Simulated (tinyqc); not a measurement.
Inside a calculation. Method: lattice vibrations of a chain. Computed by tinyqc, a small Python program that keeps every step. Command: `OMP_NUM_THREADS=1 python tinyqc.py 25367 25368 out.jsonl` (the two numbers bound the seeds that draw the settings). One thread of a shared host (Intel(R) Xeon(R) Processor @ 2.60GHz), about 0.01 s of CPU time with the checks.

## Dynamical matrix at q = 0.09

A chain moving along its axis:
```
atom    mass (u)  spring to the next atom (eV/angstrom^2)
1      66.100000                                 3.800000
2     111.300000                                 8.500000
```

q is in units of 2 pi/a. A spring k from atom i to atom j, n cells on, adds k to Phi_ii and Phi_jj, -k exp(2 pi i q n) to Phi_ij and the conjugate to Phi_ji (for one atom a cell: 2k (1 - cos 2 pi q n)); D_ij = Phi_ij / sqrt(m_i m_j).

D(q) (eV/(angstrom^2 u)):
```
[[0.186082, -0.127976+0.053100i],
 [-0.127976-0.053100i, 0.110512]]
```

## Frequencies

omega^2 are the eigenvalues; wavenumber = 521.4708 sqrt(eigenvalue) 1/cm.

eigenvalues: [0.004683, 0.291911]

wavenumbers (1/cm): [35.7, 281.7]

weights |e|^2 of the mass-weighted modes, order atom 1, atom 2:
```
[[0.368450, 0.631550],
 [0.631550, 0.368450]]
```

## Dispersion and heat capacity

C/k_B per atom = mean over q = (j + 1/2)/80, j = 0..39 and all branches of y^2 e^y/(e^y - 1)^2, y = hc wavenumber / k_B T.

Wavenumbers (1/cm):
```
q           branch 1    branch 2
0.000000    0.000000  283.995248
0.062500   24.850590  282.905901
0.125000   49.308087  279.681986
0.187500   72.944229  274.467557
0.250000   95.241190  267.548905
0.312500  115.485987  259.453825
0.375000  132.558327  251.160487
0.437500  144.600499  244.425850
0.500000  149.086318  241.715888
```

Heat capacity:
```
T (K)  C/k_B per atom
20           0.117498
50           0.310623
100          0.593993
200          0.851416
300          0.928093
600          0.981029
1200         0.995191
```

zero-point energy per atom = 10.980934 meV
